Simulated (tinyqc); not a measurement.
# Capacitances against the space between lines

Endless row of lines of width wl, height tl and space sl between grounded planes at distance hd; e2 fills the gaps beside the lines, e1 the rest. Laplace's equation is solved on meshes of 3, 6 and 12 steps per unit u and extrapolated (Aitken), which is good to about 0.2 %. C_even (all lines at 1 V) is the capacitance Cg to the planes; C_odd (neighbours in antiphase) = Cg + 4 Cc if only nearest neighbours couple, which defines Cc; total with quiet neighbours Cg + 2 Cc. Plate values 2 eps0 e1 wl/hd and eps0 e2 tl/sl.

Values chosen for this exercise:
- e1 = 3.9 (relative permittivity above and below the lines)
- e2 = 3.9 (relative permittivity between the lines)
- wl = 4 u (line width, in units u)
- tl = 10 u (line height)
- hd = 8 u (distance to each plane)

Constants: eps0 = 8.8541878128e-12 F/m. Results are converted to the units shown.

The same in every row: plate Cg (aF/um) = 34.5.

Results:

| sl (u) | Cg (aF/um) | Cc (aF/um) | Cg + 2 Cc (aF/um) | C_odd (aF/um) | plate Cc (aF/um) | share of coupling, 2 Cc/(Cg + 2 Cc) (%) |
|---|---|---|---|---|---|---|
| 2 | 51.1 | 206 | 462 | 874 | 173 | 88.9 |
| 4 | 66.3 | 106 | 279 | 491 | 86.3 | 76.2 |
| 8 | 92.6 | 49.8 | 192 | 292 | 43.2 | 51.8 |
| 12 | 113 | 28.3 | 170 | 226 | 28.8 | 33.3 |
| 16 | 128 | 17.0 | 162 | 196 | 21.6 | 20.9 |
| 24 | 146 | 6.35 | 159 | 171 | 14.4 | 8.02 |

Estimate the missing row, sl = 6 u.

Computed row:

| sl (u) | Cg (aF/um) | Cc (aF/um) | Cg + 2 Cc (aF/um) | C_odd (aF/um) | plate Cc (aF/um) | share of coupling, 2 Cc/(Cg + 2 Cc) (%) |
|---|---|---|---|---|---|---|
| 6 | 80.1 | 69.6 | 219 | 359 | 57.6 | 63.5 |

With this row back in the table: As sl goes from 2 to 24, Cg rises from 51.1 to 146 aF/um, Cc falls from 206 to 6.35 aF/um and the share of coupling falls from 88.9 to 8.02 %. Cg is 1.48 times its plate value in the first row and 4.22 times in the last; for Cc the ratios are 1.19 and 0.442. Neighbours in antiphase raise the load by a factor of 1.89 and 1.08 over quiet ones. For sl = 2, 4 the planes are farther than 0.8 of the pitch, so second neighbours couple too and Cg + 2 Cc understates the quiet load by a per cent or more.

Program tinyqc, `OMP_NUM_THREADS=1 python tinyqc.py 2790182 2790183 out.jsonl`; Intel Xeon 2.30GHz, shared host, one thread, about 1 s.
